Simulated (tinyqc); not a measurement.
# Inputs raised by 10 %, one at a time

Model: finite-size error of a charged defect in a periodic cell: Madelung and Makov-Payne terms. Computed by tinyqc, a small Python program. Command: `OMP_NUM_THREADS=1 python tinyqc.py 3014863 3014864 out.jsonl imagecharge sens`. One thread of a shared host (Intel(R) Xeon(R) Processor @ 2.30GHz), about 0.05 s of CPU time with the checks.

L is the cube root of the cell volume. The defect charge is a Gaussian, rho(r) = q (2 pi sigma^2)^(-3/2) exp(-r^2/2 sigma^2), repeated periodically in a uniform neutralising background and screened by a continuum. The model cell energy is E(L) = E_0 + [periodic - isolated electrostatic energy].

Inputs (values chosen for the exercise, with screening close to that of GaP):
```
quantity                                     value      unit
charge q                                         2         e
cell length L                                 14.8  angstrom
dielectric constant eps                       11.4         -
width sigma of the defect charge               1.7  angstrom
formation energy of the isolated defect E_0  3.808        eV
```

Supercell lattice: bcc. Screening: isotropic.

Constants: e^2/(4 pi eps_0) = 14.39964548 eV angstrom.

Method:
- Cell vectors: (-1,1,1), (1,-1,1), (1,1,-1), scaled to volume L^3.
- Ewald sum for a unit point charge: scale each Cartesian component of the cell by 1/sqrt(eps_i), giving R', G' and V'; E = [ (1/2) sum erfc(eta R')/R' + (2 pi/V') sum exp(-G'^2/4 eta^2)/G'^2 - eta/sqrt(pi) - pi/(2 V' eta^2) ] e^2/(4 pi eps_0) / sqrt(eps_x eps_y eps_z), over n_i = -6..6, omitting n = (0,0,0), eta = 2/V'^(1/3). alpha = -2 E eps_g L/(e^2/(4 pi eps_0)), eps_g = (eps_x eps_y eps_z)^(1/3).
- Periodic energy of the Gaussian: (2 pi q^2/V) sum_(G != 0) exp(-sigma^2 G^2)/(G.eps.G) x e^2/(4 pi eps_0), n_i = -k..k with k = max(9, L/sigma rounded up). Isolated energy: q^2/(2 sqrt(pi) sigma) <1/(n.eps.n)> e^2/(4 pi eps_0), the mean over directions n, here 1/eps.
- Second radial moment Q = q <r^2> = 3 q sigma^2; E(corrected) = E(L) + q^2 alpha e^2/(4 pi eps_0)/(2 eps L) - 2 pi q Q e^2/(4 pi eps_0)/(3 eps L^3). Errors left are the corrected energies less E_0.

Runs; columns: (1) input moved; (2) from; (3) to; (4) finite-size error (eV); (5) Madelung constant alpha; (6) isolated energy (eV); (7) error left after the first term (eV):
```
(1)                                           (2)    (3)      (4)    (5)     (6)      (7)
base run                                        -      -  -0.4647  2.888  0.8384  0.02830
cell length L (angstrom)                     14.8  16.28  -0.4270  2.888  0.8384  0.02126
dielectric constant eps                      11.4  12.54  -0.4225  2.888  0.7622  0.02573
width sigma of the defect charge (angstrom)   1.7   1.87  -0.4588  2.888  0.7622  0.03424
```

Exponents ln(y'/y) / ln(x'/x):
```
input                             finite-size error  Madelung constant alpha  isolated energy  error left after the first term
cell length L                                -0.890                        0                0                               -3
dielectric constant eps                      -1.000                        0               -1                               -1
width sigma of the defect charge             -0.135                        0               -1                                2
```

To which inputs is each result most sensitive?

Among the inputs moved here: finite-size error answers most in size to dielectric constant eps (exponent -1.000), next to cell length L (-0.890). Its exponent -1.000 in dielectric constant eps: isotropic screening divides every term by eps. Madelung constant alpha hardly depends on these (all exponents below 0.005). Isolated energy answers most in size to dielectric constant eps (exponent -1.000), and about equally to width sigma of the defect charge (-1.000); its exponent is below 0.0005 for cell length L. Its exponent -1.000 in width sigma of the defect charge: the self-energy goes as 1/sigma. Error left after the first term answers most in size to cell length L (exponent -3.000), next to width sigma of the defect charge (+2.000). Its exponent -3.000 in cell length L: the third-order term goes as 1/L^3. Its exponent +2.000 in width sigma of the defect charge: the third-order term goes as sigma^2.
